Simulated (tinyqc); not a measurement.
Inside a calculation. Model: bandgap voltage reference from two bipolar transistors.

Computed by the program tinyqc: `OMP_NUM_THREADS=1 python tinyqc.py 2062083 2062084 out.jsonl`, one thread of a shared Intel Xeon 2.30GHz, about 0.02 s for the whole run. Printed values are rounded.

Two transistors of area 1 and N carry the same current I. Is(T) = Is (T/T0)^eta exp[(Vg0 q/kB)(1/T0 - 1/T)], VBE1 = Vt ln(I/Is(T)) + I rb, VBE2 = Vt ln(I/(N Is(T))) + I rb/N. The amplifier forces I R1(T) = VBE1 - VBE2 + Vos, with R(T) = R (1 + tc (T - T0)) for both resistors, and the output is Vref = VBE1 + I R2(T). Base currents and the Early effect are neglected.

Parameters, values chosen for the exercise; values of the order met in silicon bipolar transistors:

| symbol | value | unit | meaning |
|---|---|---|---|
| T0 | 300 | K | reference temperature |
| Vg0 | 1.154 | V | band-gap voltage extrapolated to 0 K |
| eta | 3.4 |  | temperature exponent of the saturation current |
| Is | 1.3e-16 | A | saturation current of the unit transistor at T0 |
| N | 4 |  | area ratio of the second transistor |
| R1 | 13 | kohm | resistor across which the difference of VBE falls, at T0 |
| tc | 0 | ppm/K | temperature coefficient of both resistors |
| Vos | 0 | mV | offset of the amplifier |
| rb | 11 | ohm | series resistance of the unit transistor |
| R2 | 214.7 | kohm | output resistor at T0 |
| T | 398 | K | temperature |

Constants: q = 1.602176634e-19 C, kB = 1.380649e-23 J/K. Results are converted to the units shown.

## Operating point at the reference temperature

Vt = kB T/q; I = (Vt ln N + Vos)/(R1(T) - rb (1 - 1/N)). Evaluate at T = T0.

Vt = 0.0258520 V
I = 2.75856 uA
Is(T) = 1.3e-16 A
VBE1 = 0.614744 V
I R2 = 0.592262 V
Vref = 1.20701 V

## Operating point at another temperature

Vt = kB T/q; I = (Vt ln N + Vos)/(R1(T) - rb (1 - 1/N)).

Vt = 0.0342970 V
I = 3.65969 uA
Is(T) = 2.01770e-11 A
VBE1 = 0.415320 V
I R2 = 0.785734 V
Vref = 1.20105 V

From T0 to T, VBE1 changes by -199 mV and I R2 by 193 mV, which leaves -5.95 mV in Vref.

## Resistor for zero slope at T0, ideal case

With tc = 0, Vos = 0 and rb = 0 the current is proportional to T, dVBE/dT = (VBE - Vg0 - (eta - 1) Vt)/T, and Vref has zero slope at T0 when Vref = Vg0 + (eta - 1) Vt0. Find VBE1, its slope, that Vref, R2/R1 and the curvature d2Vref/dT2 = -(eta - 1) kB/(q T0).

VBE1 = 0.614697 V
dVBE/dT = -2.00449 mV/K
Vref = 1.21604 V
R2/R1 = 16.7794
curvature = -0.689387 uV/K^2
